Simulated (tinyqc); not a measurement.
## Long-channel MOSFET, surface-potential model: effect of the source-body reverse bias

n-channel transistor on a uniformly doped p-type body, gradual-channel approximation, constant mobility, Boltzmann statistics, full ionisation. Potentials are counted from the neutral body; V is the electron quasi-Fermi potential, Vsb at the source and Vsb + Vds at the drain. Charges are magnitudes per area.

ni = sqrt(Nc Nv) exp(-Eg/(2 Vt)), Eg in volts; phiF = Vt ln(Na/ni); Cox = eps0 eox/tox; gamma = sqrt(2 q eps0 eps_r Na)/Cox. The surface potential psi at channel potential V solves Vgs + Vsb - Vfb - psi = gamma sqrt(G), G = psi - Vt + Vt exp((psi - 2 phiF - V)/Vt). Charge sheet: Qi = Cox gamma [sqrt(G) - sqrt(psi - Vt)]; I = mu (W/L) [integral of Qi dpsi from psi_0 to psi_L (drift) + Vt (Qi0 - QiL) (diffusion)], with psi_0 at V = Vsb and psi_L at V = Vsb + Vds. VT = Vfb + 2 phiF + gamma sqrt(2 phiF + Vsb), m = 1 + gamma/(2 sqrt(2 phiF + Vsb)). The swing is 20 mV/log10[I(VT - 0.14 V)/I(VT - 0.16 V)] of the charge-sheet current at the given Vds.

Inputs (values chosen for the exercise); material values close to those of silicon: temperature T = 300 K; band gap Eg = 1.12 eV; relative permittivity of the semiconductor eps_r = 11.9; conduction-band density of states at T Nc = 2.85e19 cm^-3; valence-band density of states at T Nv = 2.63e19 cm^-3; acceptor density of the body Na = 1.7e18 cm^-3; relative permittivity of the gate insulator eox = 21.2; insulator thickness tox = 9.8 nm; flat-band voltage Vfb = -0.68 V; channel mobility mu = 120 cm^2/(V s); gate width W = 10 um; gate length L = 0.5 um; gate-source voltage Vgs = 1.26 V; drain-source voltage Vds = 0.1 V.

Constants: q = 1.602176634e-19 C, kB = 1.380649e-23 J/K, Vt = kB T/q, eps0 = 8.8541878128e-14 F/cm where lengths are in cm. Results are converted to the units shown.

The same in every row: gamma (V^0.5) = 0.3955.

Result of one run:
```
Vsb (V)  VT (V)      m  swing (mV/decade)  I at Vgs, Vds (uA)
0.5      0.7769  1.163              70.48               132.8
```

What becomes of these results when the source-body reverse bias Vsb is changed from 0.5 to 2.5 V, all else the same?

Result of the changed run:
```
Vsb (V)  VT (V)      m  swing (mV/decade)  I at Vgs, Vds (uA)
2.5       1.034  1.106              66.27               35.29
```

The whole series:
```
Vsb (V)  VT (V)      m  swing (mV/decade)  I at Vgs, Vds (uA)
0        0.6871  1.200              73.66               168.7
0.5      0.7769  1.163              70.48               132.8
1        0.8524  1.141              68.77               102.7
1.5      0.9187  1.126              67.66               76.85
2        0.9787  1.115              66.87               54.41
2.5       1.034  1.106              66.27               35.29
3         1.085  1.099              65.79               19.93
```

As Vsb goes from 0 to 3 V, VT rises from 0.687 to 1.09 V, the swing falls from 73.7 to 65.8 mV a decade and the current falls from 169 to 19.9 uA. The swing is 3.1 % above m Vt ln 10 in the first row and 0.56 % above it in the last. In every row the surface electron density at the source passes 0.3 Nc, where degeneracy and quantisation, left out here, matter.

Numbers from tinyqc (`OMP_NUM_THREADS=1 python tinyqc.py 2360156 2360157 out.jsonl`; about 0.07 s on one thread of a shared Intel Xeon 2.30GHz).
